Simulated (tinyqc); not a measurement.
Worked calculation (part 2 of 2): Pariser-Parr-Pople SCF with singles CI, for the molecule c1ccc2cccc-2cc1 (SMILES; centres numbered as the heavy atoms are written). Computed by tinyqc, a small Python program that keeps every step. Command: `OMP_NUM_THREADS=1 python tinyqc.py 23572 23573 out.jsonl` (the two numbers bound the seeds that draw the settings). One thread of a shared host (Intel(R) Xeon(R) Processor @ 2.60GHz), about 0.01 s of CPU time with the checks.

## Singles CI, triplets

orbital energies (eV): [-13.672514, -12.103591, -11.415206, -9.489907, -8.433532, -2.939684, -2.059195, 0.679392, 1.520354, 1.959544]

coefficients:
```
          MO1        MO2        MO3        MO4        MO5        MO6        MO7        MO8
1C   0.293397   0.507822   0.000000   0.345708   0.000000   0.502896   0.000000   0.501555
2C   0.303561   0.378724   0.381910   0.119779  -0.337594  -0.132433   0.466932  -0.441888
3C   0.343156   0.075546   0.491036  -0.264823  -0.115230  -0.435553  -0.385781   0.265116
4C   0.410681  -0.258007   0.280234  -0.307801   0.315591   0.336608  -0.173225  -0.019619
5C   0.242186  -0.312447   0.185736   0.296095   0.522641   0.039317   0.321154  -0.229259
6C   0.198699  -0.339790   0.000000   0.588815   0.000000  -0.320789   0.000000   0.333841
7C   0.242186  -0.312447  -0.185736   0.296095  -0.522641   0.039317  -0.321154  -0.229259
8C   0.410681  -0.258007  -0.280234  -0.307801  -0.315591   0.336608   0.173225  -0.019619
9C   0.343156   0.075546  -0.491036  -0.264823   0.115230  -0.435553   0.385781   0.265116
10C  0.303561   0.378724  -0.381910   0.119779   0.337594  -0.132433  -0.466932  -0.441888

           MO9       MO10
1C   -0.179050   0.000000
2C    0.193049   0.148826
3C   -0.215437  -0.311093
4C    0.237367   0.540244
5C   -0.449383  -0.298677
6C    0.532920   0.000000
7C   -0.449383   0.298677
8C    0.237367  -0.540244
9C   -0.215437   0.311093
10C   0.193049  -0.148826
```

repulsion gamma_rs (eV):
```
            1C         2C         3C         4C         5C         6C         7C         8C
1C   11.130000   5.346553   3.773205   3.243428   2.467651   2.210308   2.467651   3.243428
2C    5.346553  11.130000   5.345136   3.772577   2.830715   2.369539   2.492411   3.243355
3C    3.773205   5.345136  11.130000   5.344721   3.830358   2.936591   2.921983   3.772727
4C    3.243428   3.772577   5.344721  11.130000   5.346212   4.046371   4.045936   5.345539
5C    2.467651   2.830715   3.830358   5.346212  11.130000   5.344818   4.045107   4.045936
6C    2.210308   2.369539   2.936591   4.046371   5.344818  11.130000   5.344818   4.046371
7C    2.467651   2.492411   2.921983   4.045936   4.045107   5.344818  11.130000   5.346212
8C    3.243428   3.243355   3.772727   5.345539   4.045936   4.046371   5.346212  11.130000
9C    3.773205   3.243627   3.243332   3.772727   2.921983   2.936591   3.830358   5.344721
10C   5.346553   3.773721   3.243627   3.243355   2.492411   2.369539   2.830715   3.772577

            9C        10C
1C    3.773205   5.346553
2C    3.243627   3.773721
3C    3.243332   3.243627
4C    3.772727   3.243355
5C    2.921983   2.492411
6C    2.936591   2.369539
7C    3.830358   2.830715
8C    5.344721   3.772577
9C   11.130000   5.345136
10C   5.345136  11.130000
```

Over the 9 single excitations with the smallest orbital gaps: A = (e_a - e_i) delta - (ij|ab), with (pq|rs) = sum c_mp c_mq gamma_mn c_nr c_ns.

triplet CI matrix (eV):
```
           5>6        5>7        4>6        4>7        3>6        5>8        2>6        3>7
5>6   1.401991   0.000000   0.000000  -0.140800   0.106958   0.243111   0.000000   0.000000
5>7   0.000000   1.978382  -0.140800   0.000000   0.000000   0.000000   0.019493   0.378739
4>6   0.000000  -0.140800   2.146046   0.000000   0.000000   0.000000  -0.480185   0.270318
4>7  -0.140800   0.000000   0.000000   3.427818   0.270318   0.080655   0.000000   0.000000
3>6   0.106958   0.000000   0.000000   0.270318   3.695895   0.354165   0.000000   0.000000
5>8   0.243111   0.000000   0.000000   0.080655   0.354165   5.084165   0.000000   0.000000
2>6   0.000000   0.019493  -0.480185   0.000000   0.000000   0.000000   4.666105  -0.041657
3>7   0.000000   0.378739   0.270318   0.000000   0.000000   0.000000  -0.041657   4.451317
5>9  -0.107529   0.000000   0.000000   0.274619  -0.016049  -0.493316   0.000000   0.000000

           5>9
5>6  -0.107529
5>7   0.000000
4>6   0.000000
4>7   0.274619
3>6  -0.016049
5>8  -0.493316
2>6   0.000000
3>7   0.000000
5>9   5.043312
```

triplet excitation energies (eV): [1.370212, 1.797400, 2.158246, 3.238971, 3.720978, 4.503686, 4.706333, 4.782517, 5.616686]
